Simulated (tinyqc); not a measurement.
Rectangular fin or nanosheet with a gate all round, subbands and threshold shift from confinement: two steps of the calculation.

Undoped body with a flat potential across it, hard walls, transport along x. One isotropic valley (g = 1, mx = my = mz = me). Non-parabolicity enters the subband edges through E (1 + al E) = gamma, so E = 2 gamma/(1 + sqrt(1 + 4 al gamma)); motion within a subband is taken as parabolic with the band-edge mass. Energies are counted from the bulk band edge.

Values chosen for this exercise; masses close to those of In0.53Ga0.47As:
```
symbol,value,unit,meaning
T,300,K,temperature
me,0.0407,m0,mass at the band edge
al,1.3,1/eV,non-parabolicity
t,8.9,nm,width (along y)
dl,0,nm,widening of the box by penetration into the insulator
H,8.9,nm,height (along z)
```

Constants: q = 1.602176634e-19 C, kB = 1.380649e-23 J/K, hbar = 1.054571817e-34 J s, m0 = 9.1093837015e-31 kg, Vt = kB T/q, hbar^2/(2 m0) = 0.0380998212 eV nm^2. Results are converted to the units shown.

Task 1. Lowest subbands. gamma = C pi^2 [a^2/(my (t + dl)^2) + b^2/(mz (H + dl)^2)], C = hbar^2/(2 m0). List the 4 lowest, labelled by quantum numbers, with degeneracy g and N_k: N_k = g sqrt(2 mx m0 kB T/(pi hbar^2)).

Wanted: E_k; g; N_k.

Result 1.

```
subband  E_k (eV)  g  N_k (cm^-1)
1,1       0.18755  1     9.3758e5
1,2       0.38775  1     9.3758e5
2,1       0.38775  1     9.3758e5
2,2       0.54582  1     9.3758e5
```

Task 2. Threshold shift. Each subband has N_k = g sqrt(2 mx m0 kB T/(pi hbar^2)); without degeneracy n = exp(EF/Vt) sum N_k exp(-E_k/Vt). Classical value Nc times t H, Nc = sum over valleys of 2 g (m m0 kB T/(2 pi hbar^2))^1.5 with m = (mx my mz)^(1/3). Threshold shift dVT = Vt ln(classical value/sum N_k exp(-E_k/Vt)). Use the subbands listed.

```
subband    E_k (eV)  N_k (cm^-1)
1,1      0.18755195  9.3757900e5
1,2      0.38774797  9.3757900e5
2,1      0.38774797  9.3757900e5
2,2      0.54582260  9.3757900e5
```

Give: shares; sum N_k exp(-E_k/Vt); Nc; classical value; dVT.

Result 2.

shares, subband 1,1 to 2,2 (%): 99.913  0.043  0.043  0.000
sum N_k exp(-E_k/Vt) = 663.21 cm^-1
Nc = 2.0605e17 cm^-3
classical value = 1.6321e5 cm^-1
dVT = 142.33 mV

Range of the model: Non-parabolicity also makes carriers heavier within each subband, which is left out, so densities of states are understated at high energy.

Program tinyqc, `OMP_NUM_THREADS=1 python tinyqc.py 2350081 2350082 out.jsonl`; Intel Xeon 2.30GHz, shared host, one thread, about 0.1 s.
